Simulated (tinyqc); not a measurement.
# Changing the coupling N(0)V

Model: BCS gap equation with a constant attraction inside the Debye window. Computed by tinyqc, a small Python program. Command: `OMP_NUM_THREADS=1 python tinyqc.py 3012423 3012424 out.jsonl bcs sweep`. One thread of a shared host (Intel(R) Xeon(R) Processor @ 2.30GHz), about 0.01 s of CPU time with the checks.

Pairs attract with strength V for |xi| < k_B Theta; N(0) is the density of states for one spin. Energies are given as temperatures (E/k_B, in K) unless marked.

Inputs (values chosen for the exercise, for a model metal): Debye temperature Theta = 612 K; Fermi velocity v_F = 460000 m/s; electron density n = 8.25 1e28/m^3; mean free path l = 1300 nm.

Solver: secant.

Constants: k_B = 8.617333262e-05 eV/K; hbar = 1.054571817e-34 J s; k_B = 1.380649e-23 J/K; m_0 = 9.1093837015e-31 kg; eps_0 = 8.8541878128e-12 F/m; c = 299792458 m/s; e = 1.602176634e-19 C.

Method:
- At T = 0 the gap equation 1/(N(0)V) = int_0^Theta d xi/sqrt(xi^2 + Delta^2) has the integral arcsinh(Theta/Delta), so Delta_0 = Theta/sinh(1/(N(0)V)); weak coupling gives 2 Theta exp(-1/(N(0)V)).
- Gap equation: 1/(N(0)V) = I(Delta, T) = int_0^Theta tanh(E/2T)/E d xi, E = sqrt(xi^2 + Delta^2); 64 Gauss-Legendre points in y with xi = max(Delta, T) sinh(y).
- T_c solves I(0, T_c) = 1/(N(0)V); the weak-coupling form is T_c = (2 e^C/pi) Theta exp(-1/(N(0)V)) with Euler's C = 0.5772157, and 2 Delta_0/T_c then tends to 2 pi e^-C = 3.528.
- xi_0 = hbar v_F/(pi Delta_0); lambda_L = sqrt(m_0 eps_0 c^2/(n e^2)); N(0) = 3 n/(2 m_0 v_F^2) for one spin; condensation energy N(0) Delta_0^2/2 = B_c^2/(2 mu_0), mu_0 = 1/(eps_0 c^2); with scattering lambda = lambda_L sqrt(1 + xi_0/l) in the local limit (where xi_0 and l both exceed lambda, nonlocal response makes the true depth larger); Ginzburg-Landau kappa = 0.96 lambda_L/xi_0 + 0.72 lambda_L/l. Free-electron mass throughout; heavier carriers, as in niobium or vanadium, give a larger lambda_L and kappa and can make the metal type II.

One run for each value:
```
coupling N(0)V  T_c (K)  2 Delta_0/T_c  weak-coupling T_c (K)  Delta_0 (K)  coherence length xi_0 (nm)
0.53              105.3          3.607                  105.2        189.9                       5.890
0.57              120.3          3.629                  120.1        218.3                       5.123
0.60              131.5          3.646                  131.1        239.7                       4.665
0.63              142.6          3.662                  141.9        261.2                       4.282
0.67              157.3          3.684                  156.0        289.8                       3.859
0.70              168.2          3.700                  166.3        311.2                       3.594
0.73              179.0          3.715                  176.4        332.5                       3.363
0.77              193.3          3.734                  189.4        360.9                       3.099
0.80              203.9          3.747                  198.8        382.0                       2.927
```

Over the rows, T_c (K) rises from 105 to 204 (exponent d ln y / d ln x 1.8 between the first rows and 1.4 between the last); 2 Delta_0/T_c rises from 3.61 to 3.75 (exponent d ln y / d ln x 0.082 between the first rows and 0.094 between the last); weak-coupling T_c (K) rises from 105 to 199 (exponent d ln y / d ln x 1.8 between the first rows and 1.3 between the last). The exponent of T_c is about 1/(N(0)V), large at weak coupling; the weak-coupling formula misses by 2.5 % in the last row.

Caution (all rows): at this coupling retardation and damping of the phonon exchange (Eliashberg theory) matter.
